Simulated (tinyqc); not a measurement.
# Ellipsometry and reflectance of a transparent film on an absorbing substrate: two studies

Air (index 1), film, substrate with N2 = n2 - i k2; time factor exp(+i w t). q_j = sqrt(N_j^2 - sin^2 th), root with positive real part. Fresnel coefficients r_s = (q_a - q_b)/(q_a + q_b), r_p = (N_b^2 q_a - N_a^2 q_b)/(N_b^2 q_a + N_a^2 q_b). tan(Psi) exp(i Delta) = R_p/R_s, Delta taken from 0 to 360 degrees.

Inputs (values chosen for the exercise); indices close to those of silicon dioxide on silicon: wavelength lam = 632.8 nm; angle of incidence th = 75 degrees; index of the transparent film n1 = 1.473; film thickness d = 1.6 nm; index of the substrate n2 = 3.882; extinction coefficient of the substrate k2 = 0.019.

Each table varies one quantity; the others keep the values above.

## Psi and Delta against the film thickness

beta = 2 pi d q1/lam, X = exp(-2 i beta), R = (r01 + r12 X)/(1 + r01 r12 X) for p and s. The last column is the derivative of Delta.

Psi and Delta against the film thickness:

| d (nm) | Psi (degrees) | Delta (degrees) | \|R_p\|^2 | \|R_s\|^2 | dDelta/dd (degrees/nm) |
|---|---|---|---|---|---|
| 0 | 1.2155 | 172.94 | 3.4168e-4 | 0.75898 | -26.365 |
| 1 | 1.3938 | 149.26 | 4.4932e-4 | 0.75896 | -20.172 |
| 2 | 1.7367 | 132.76 | 6.9769e-4 | 0.75888 | -13.175 |
| 3 | 2.1670 | 122.05 | 0.0010865 | 0.75876 | -8.6444 |
| 4 | 2.6418 | 114.85 | 0.0016151 | 0.75860 | -5.9830 |
| 5 | 3.1404 | 109.73 | 0.0022829 | 0.75839 | -4.3825 |
| 6 | 3.6523 | 105.89 | 0.0030891 | 0.75814 | -3.3720 |
| 7 | 4.1720 | 102.88 | 0.0040324 | 0.75785 | -2.7020 |
| 8 | 4.6961 | 100.42 | 0.0051118 | 0.75750 | -2.2383 |

Delta falls from 172.94 to 100.42 degrees while Psi moves from 1.215 to 4.696: Delta changes 20.8 times as much as Psi. With the slope of the first row an error of 0.01 degree in Delta means 3.8e-4 nm.

## Effect of the index of the transparent film

Same model as above.

dDelta/dd is the derivative of Delta; period lam/(2 q1).

Results:

| n1 | Psi (degrees) | Delta (degrees) | \|R_p\|^2 | \|R_s\|^2 | dDelta/dd (degrees/nm) | period (nm) |
|---|---|---|---|---|---|---|
| 1.25 | 1.429 | 147.0 | 4.725e-4 | 0.7590 | -13.41 | 398.8 |
| 1.45 | 1.573 | 139.1 | 5.724e-4 | 0.7589 | -15.59 | 292.6 |
| 1.65 | 1.656 | 135.5 | 6.344e-4 | 0.7589 | -16.26 | 236.5 |
| 2.05 | 1.691 | 133.8 | 6.614e-4 | 0.7588 | -16.68 | 175.0 |
| 2.25 | 1.665 | 134.4 | 6.412e-4 | 0.7588 | -16.72 | 155.7 |
| 2.45 | 1.620 | 135.9 | 6.070e-4 | 0.7588 | -16.65 | 140.5 |
| 2.65 | 1.561 | 138.1 | 5.637e-4 | 0.7587 | -16.39 | 128.2 |

Estimate the missing row, n1 = 1.85.

Computed row:

| n1 | Psi (degrees) | Delta (degrees) | \|R_p\|^2 | \|R_s\|^2 | dDelta/dd (degrees/nm) | period (nm) |
|---|---|---|---|---|---|---|
| 1.85 | 1.691 | 134.0 | 6.615e-4 | 0.7589 | -16.54 | 200.5 |

With this row back in the table: Psi goes from 1.43 through a maximum of 1.69 (at n1 = 1.85 among the rows listed) to 1.56 degrees and |R_p|^2 goes from 4.72e-4 through a maximum of 6.62e-4 (at n1 = 1.85 among the rows listed) to 5.64e-4. The slope of Delta is largest in size, 16.7 degrees/nm, at n1 = 2.25 among the rows.

Program tinyqc, `OMP_NUM_THREADS=1 python tinyqc.py 2870138 2870139 out.jsonl`; Intel Xeon 2.30GHz, shared host, one thread, about 0.01 s.
